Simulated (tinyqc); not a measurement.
# Band bending at a free surface with one surface level, surface photovoltage and Kelvin probe: pinning by the surface states

n-type bulk, xi = Ec - EF = Vt ln(Nc/Nd), p0 = ni^2/Nd, ni = sqrt(Nc Nv) exp(-Eg/(2 Vt)), Eg in volts. b is the upward band bending, u = b/Vt. Space charge per area, in units of q: Qc = sign(b) sqrt((2 eps0 eps_r Vt/q) [(Nd + dn)(exp(-u) - 1) + Nd u + (p0 + dn)(exp(u) - 1)]), with dn the excess density under light (flat quasi-Fermi levels; 0 in the dark). The level holds -Ns f, f = 1/(1 + exp((xi + b - Es)/Vt)). Neutrality: Qc + Qf + (charge of the states) = 0.

b solves the neutrality condition in the dark.

Inputs (values chosen for the exercise); band and dielectric values close to those of silicon:
- T = 350 K (temperature)
- Eg = 1.1 eV (band gap)
- eps_r = 11.9 (relative permittivity)
- Nc = 3.52e19 cm^-3 (conduction-band density of states at T)
- Nv = 3.36e19 cm^-3 (valence-band density of states at T)
- Nd = 2.4e15 cm^-3 (donor density)
- Qf = 0 cm^-2 (fixed positive charge at the surface)
- Es = 0.55 eV (its depth below the conduction edge)

Constants: q = 1.602176634e-19 C, kB = 1.380649e-23 J/K, Vt = kB T/q, eps0 = 8.8541878128e-14 F/cm where lengths are in cm. Results are converted to the units shown.

Results:

| Ns (cm^-2) | b (V) | xi + b (eV) | Qc (cm^-2) |
|---|---|---|---|
| 2.4e10 | 0.04051 | 0.3299 | 2.398e10 |
| 6.7e10 | 0.1620 | 0.4514 | 6.455e10 |
| 1.8e11 | 0.2635 | 0.5528 | 8.582e10 |
| 1.4e12 | 0.3385 | 0.6278 | 9.866e10 |
| 3.9e12 | 0.3693 | 0.6586 | 1.035e11 |
| 1.1e13 | 0.3998 | 0.6891 | 1.081e11 |
| 2.9e13 | 0.4281 | 0.7174 | 1.123e11 |
| 8.1e13 | 0.4579 | 0.7473 | 1.167e11 |

Estimate the missing row, Ns = 5.1e11 cm^-2.

Computed row:

| Ns (cm^-2) | b (V) | xi + b (eV) | Qc (cm^-2) |
|---|---|---|---|
| 5.1e11 | 0.3058 | 0.5951 | 9.328e10 |

With this row back in the table: b rises from 0.0405 to 0.458 V. The level is over 95 % full (Qc near Ns - Qf) in the 2 rows with xi + b more than 3 Vt short of Es = 0.55 eV. Beyond that it empties, and between the last two rows b gains only 67.0 mV a decade.

tinyqc, about 0.01 s, one thread, Intel Xeon 2.30GHz (shared host): `OMP_NUM_THREADS=1 python tinyqc.py 2430155 2430156 out.jsonl`
